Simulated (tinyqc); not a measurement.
What each integral does: Slater-Koster d bands of a bcc metal.

Inputs chosen for the exercise (of the size met in Mo; the results hold for these values, not for the real material):
```
symbol  value   unit  meaning
dds     -1.215  eV    dd sigma
ddp     0.778   eV    dd pi
ddd     -0.097  eV    dd delta
f2      0.487         factor on all three integrals for second neighbours
```

Levels at Gamma, E(t2g) = (8/3) dds + (16/9) ddp + (32/9) ddd + f2 (4 ddp + 2 ddd), E(eg) = (16/3) ddp + (8/3) ddd + f2 (3 dds + 3 ddd), and W = sqrt(12 mu2), the width of a rectangular band with the same second moment mu2 = z (dds^2 + 2 ddp^2 + 2 ddd^2)/5, z = 8 + 6 f2^2.

One parameter was then changed.

Results before and after:
```
case     t2g (eV)  eg (eV)  W (eV)
base      -0.7807   1.9738  7.8223
changed   -0.3459   2.5962  8.3676
```

Which of these changes was made? (a) dds = -1.3972 eV; (b) f2 = 0.4139; (c) ddp = 0.8947 eV; (d) ddd = -0.1115 eV.

Answer: (c) ddp = 0.8947 eV. Of the candidates, run in turn, only this one gives the changed row.

All candidates:
```
case              t2g (eV)  eg (eV)  W (eV)
base               -0.7807   1.9738  7.8223
dds = -1.3972 eV   -1.2666   1.7076  8.4824
ddp = 0.8947 eV    -0.3459   2.5962  8.3676
ddd = -0.1115 eV   -0.8464   1.9140  7.8310
f2 = 0.4139        -0.9940   2.2616  7.6565
```

The ratio of the shifts of t2g and eg names the integral: it is the ratio of the coefficients in the two formulas.

Program tinyqc; command `OMP_NUM_THREADS=1 python tinyqc.py 1450663 1450664 out.jsonl`; about 0.03 s on one thread of a shared Intel(R) Xeon(R) Processor @ 2.30GHz.
